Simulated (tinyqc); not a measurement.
# Stillinger-Weber potential for a tetrahedral semiconductor, step by step

A worked calculation. Computed by tinyqc, a small Python program that keeps every step. Command: `OMP_NUM_THREADS=1 python tinyqc.py 3020629 3020630 out.jsonl swsi walk`. One thread of a shared host (Intel(R) Xeon(R) Processor @ 2.30GHz), about 0.05 s of CPU time with the checks. Intermediate numbers are printed to about 6 digits and carried at full precision; extremes and crossings named in words are read from the listed rows.

With x = r/sigma: pair term eps A (B x^-4 - 1) exp(1/(x - a)); for each pair of neighbours j, k of atom i, three-body term eps lambda exp(gamma/(x_ij - a) + gamma/(x_ik - a)) (cos theta_jik + 1/3)^2; both vanish beyond x = a. A = 7.049556277, B = 0.6022245584, a = 1.8.

Inputs (values chosen for the exercise, modelled on silicon):

| quantity | value | unit |
|---|---|---|
| energy scale eps | 2.16 | eV |
| length scale sigma | 2.105 | angstrom |
| three-body strength lambda | 20.3 | - |
| gamma | 1.2 | - |
| bond 1 of the trimer | 2.5 | angstrom |
| bond 2 of the trimer | 2.42 | angstrom |
| angle of the trimer theta | 151 | degrees |

displacement of one atom (angstrom): 0.18  -0.064  0.031

Constants: 1 eV/angstrom^3 = 160.2176634 GPa.

## A trimer

Atom 1 binds atoms 2 and 3 at the angle theta; the third side follows from the cosine rule. Sum the three pair terms and the three-body terms centred on each atom.

distance 2-3 = 4.76333 angstrom

pair terms (eV): 1-2 -2.07402, 1-3 -2.14409, 2-3 0.00000

three-body term at atom 1 = 0.286022 eV

three-body terms at atoms 2 and 3 = 0 eV

energy of the trimer = -3.93209 eV

The cut-off is 3.789 angstrom, so atoms 2 and 3 do not interact directly.

## The diamond lattice

All angles are tetrahedral, so only the pair term acts; its minimum lies at x = 2^(1/6) with depth eps, and second neighbours lie beyond the cut-off. a0 = 4 d/sqrt3; E = -2 eps per atom.

bond length d = 2.36278 angstrom

lattice constant a0 = 5.45661 angstrom

energy per atom = -4.32 eV

## Elastic constants and internal strain

Second derivatives of the energy per atom, volume a0^3/8: e_xx gives C11, e_xx = -e_yy gives 2 (C11 - C12), e_xy = e_yx = h/2 gives the unrelaxed C44(0). Under that shear the second sublattice shifts by u_z; minimising over u_z gives C44 = C44(0) - E_hu^2/(E_uu V) and Kleinman's zeta = |E_hu/E_uu|/(a0/4). The optical force constant is k = 4 E_uu, with M omega^2 = k at the zone centre.

C11 = 147.090 GPa

C12 = 75.8790 GPa

unrelaxed C44(0) = 107.528 GPa

C44 = 54.0411 GPa

internal strain zeta = 0.638337

optical force constant k = 35.7644 eV/angstrom^2

Internal relaxation lowers C44 by 50 %. zeta = 1 would keep all bond lengths equal under shear and 0 would move atoms with the lattice; the value here is 0.64. Caution: the original fit to silicon is too soft in shear (C44) and too stiff for the optical mode.

## One atom displaced in the eight-atom cell

Cubic cell of side a0 with periodic images; atoms 1 to 4 at (0,0,0), (0,1/2,1/2), (1/2,0,1/2), (1/2,1/2,0), atoms 5 to 8 shifted by (1/4,1/4,1/4). Atom 5 is moved by u. Forces are minus the gradient of the total energy.

bond lengths from atom 5 to atoms 1 to 4 (angstrom): 2.45383  2.49025  2.20679  2.32127

rise of the pair energy = 0.264520 eV

three-body energy = 0.0696666 eV

forces (eV/angstrom):
```
               x         y         z
atom 5  -3.16198   1.27718  -0.86183
atom 1   0.65713   0.26348   0.44852
atom 2   0.79489  -0.62606  -0.44630
atom 3   1.25917  -1.09414   1.06486
atom 4   0.54969   0.14140  -0.17619
```

Bond bending carries 21 % of the energy rise. The four neighbours take up a total force of 3.627 against 3.517 eV/angstrom on atom 5; the difference acts on atoms 6 to 8.

## Diamond against structures with more neighbours

Each structure is relaxed in its neighbour distance d (lowest minimum for d between sigma and 1.7 sigma), with all neighbours inside the cut-off, second shells too where they fall inside.

Energies per atom (eV):

| structure | first neighbours | d (angstrom) | pair | three-body | total | volume (angstrom^3) |
|---|---|---|---|---|---|---|
| diamond | 4 | 2.36278 | -4.32000 | 0.00000 | -4.32000 | 20.3086 |
| simple cubic | 6 | 2.61722 | -5.66846 | 1.56859 | -4.09988 | 17.9275 |
| bcc | 8 | 2.81676 | -6.48347 | 2.36390 | -4.11957 | 17.2039 |
| fcc | 12 | 2.93883 | -6.46409 | 2.45626 | -4.00784 | 17.9477 |

The order is diamond < bcc < simple cubic < fcc, the lowest two 0.200 eV apart. Against diamond the pair energy changes by -1.35 (simple cubic), -2.16 (bcc), -2.14 (fcc) eV, while angles away from 109.47 degrees cost 1.57, 2.36, 2.46 eV; the bonds stretch to 2.94 angstrom in fcc to weaken that penalty.

Checks made by the program: lattice sum at a0 (relative difference below 1e-10); B from the pair term alone, phi''(d)/(3 a0), against (C11 + 2 C12)/3 (relative difference 5e-07).
